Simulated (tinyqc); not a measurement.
Three-band tight binding of a dichalcogenide monolayer: sweeps and comparisons. A value that a table varies takes the place of the one given here.

Basis dz2, dxy, dx2-y2 on a triangular lattice, nearest neighbours; alpha = kx a/2, beta = sqrt3 ky a/2. h0 = e1 + 2 t0 (cos 2alpha + 2 cos alpha cos beta); h1 = -2 sqrt3 t2 sin alpha sin beta + 2i t1 (sin 2alpha + sin alpha cos beta); h2 = 2 t2 (cos 2alpha - cos alpha cos beta) + 2i sqrt3 t1 cos alpha sin beta; h11 = e2 + 2 t11 cos 2alpha + (t11 + 3 t22) cos alpha cos beta; h22 = e2 + 2 t22 cos 2alpha + (3 t11 + t22) cos alpha cos beta; h12 = sqrt3 (t22 - t11) sin alpha sin beta + 4i t12 sin alpha (cos alpha - cos beta) + i lam sz. H = [[h0, h1, h2], [., h11, h12], [., ., h22]], Hermitian; the lowest band of each spin is filled. K = (4 pi/3a, 0), M = (pi/a, pi/(sqrt3 a)).

Constants: hbar^2/2m0 = 3.80998211 eV angstrom^2.

Values chosen for the exercise (near a published set for monolayer MoSe2; not measured data):

| symbol | value | unit | meaning |
|---|---|---|---|
| a | 3.327 | angstrom | lattice constant |
| e1 | 0.91 | eV | level of dz2 |
| e2 | 2.075 | eV | level of dxy and dx2-y2 |
| t0 | -0.184 | eV | hopping |
| t1 | 0.32 | eV | hopping |
| t2 | 0.459 | eV | hopping |
| t11 | 0.207 | eV | hopping |
| t12 | 0.284 | eV | hopping |
| t22 | 0.131 | eV | hopping |
| lam | 0.089 | eV | spin-orbit constant |

## Three bands against the two-band Dirac model at K

Masses from central differences along kx with step 0.002 1/angstrom, c = hbar^2/2m0; Berry curvature of the valence band from a counter-clockwise plaquette of side 0.001 1/angstrom, Omega = -arg(product of overlaps)/area. Two-band model: coupling A = (3 a/(2 sqrt2))(t1 + sqrt3 t2) between valence and conduction states, mass c G/A^2 for both, Omega_v = 2 A^2/G^2. sz = 0 drops the spin-orbit term.

At K:

| sz | G (eV) | m_c (m0) | m_v (m0) | two-band mass | Omega_v (angstrom^2) | two-band Omega |
|---|---|---|---|---|---|---|
| 1 | 1.2807 | 0.439 | 0.574 | 0.315 | 18.849 | 18.878 |
| 0 | 1.3697 | 0.476 | 0.651 | 0.337 | 16.479 | 16.504 |
| -1 | 1.4587 | 0.515 | 0.738 | 0.359 | 14.530 | 14.552 |

A = 3.9347 eV angstrom

Without spin-orbit coupling the electron mass is 0.476 and the hole mass 0.651, against 0.337 for both in the two-band model: the third band and the curvature of the diagonal terms break the symmetry. The Berry curvature is -0.2 % from the two-band value. The smaller gap (sz = +1) has the larger curvature, by a factor 1.30.

## All hoppings scaled

The six hoppings are multiplied by f; e1, e2 and lam stay (real strain also moves e1 and e2, so this is no model of it). Closed forms: Ev(K) = e2 - (3/2)(t11 + t22) - 3 sqrt3 t12 + lam, Ec(K) = e1 - 3 t0, Ev(Gamma) = e1 + 6 t0.

Gaps (eV):

| f | direct gap at K | Ev(K) - Ev(Gamma) | Ec(K) - top of valence band |
|---|---|---|---|
| 0.85 | 0.9005 | 0.5071 | 0.9005 |
| 0.90 | 1.0272 | 0.4632 | 1.0272 |
| 0.94 | 1.1286 | 0.4280 | 1.1286 |
| 0.97 | 1.2047 | 0.4017 | 1.2047 |
| 1.00 | 1.2807 | 0.3753 | 1.2807 |
| 1.03 | 1.3567 | 0.3489 | 1.3567 |
| 1.06 | 1.4328 | 0.3226 | 1.4328 |
| 1.10 | 1.5342 | 0.2874 | 1.5342 |

The direct gap changes by +25.3 meV for each per cent of f. The top of the valence band stays at K over the range.

## What each parameter does

Spin up: gap at K, Ev(K) - Ev(Gamma), and masses at K by central differences along kx with step 0.002 1/angstrom, c = hbar^2/2m0. Each row changes one parameter from the base and keeps the others.

Results:

| case | gap at K (eV) | K - Gamma (eV) | m_c (m0) | m_v (m0) |
|---|---|---|---|---|
| base | 1.2807 | 0.3753 | 0.439 | 0.574 |
| e2 = 2.105 eV | 1.2507 | 0.4053 | 0.423 | 0.550 |
| e1 = 0.88 eV | 1.2507 | 0.4053 | 0.423 | 0.550 |
| t11 = 0.177 eV | 1.2357 | 0.4203 | 0.415 | 0.531 |
| t12 = 0.314 eV | 1.4366 | 0.2194 | 0.505 | 0.779 |
| t1 = 0.29 eV | 1.2807 | 0.3753 | 0.489 | 0.635 |
| t2 = 0.429 eV | 1.2807 | 0.3753 | 0.478 | 0.688 |

The largest shifts from the base row, up to three for each result and ties (the steps differ in size, so this ranks the rows, not the parameters). gap at K (eV): t12 +0.1559, t11 -0.0450, e1 -0.0300, e2 -0.0300; unchanged at the printed digits by t1 and t2. K - Gamma (eV): t12 -0.1559, t11 +0.0450, e1 +0.0300, e2 +0.0300; unchanged at the printed digits by t1 and t2. m_c (m0): t12 +0.066, t1 +0.050, t2 +0.039. m_v (m0): t12 +0.205, t2 +0.114, t1 +0.061. t1 and t2 couple dz2 to the other orbitals and vanish at K and Gamma, so only the masses feel them.

Run: tinyqc, `OMP_NUM_THREADS=1 python tinyqc.py 1450707 1450708 out.jsonl`; Intel(R) Xeon(R) Processor @ 2.30GHz, one thread, shared host; about 0.01 s of CPU time with all checks.
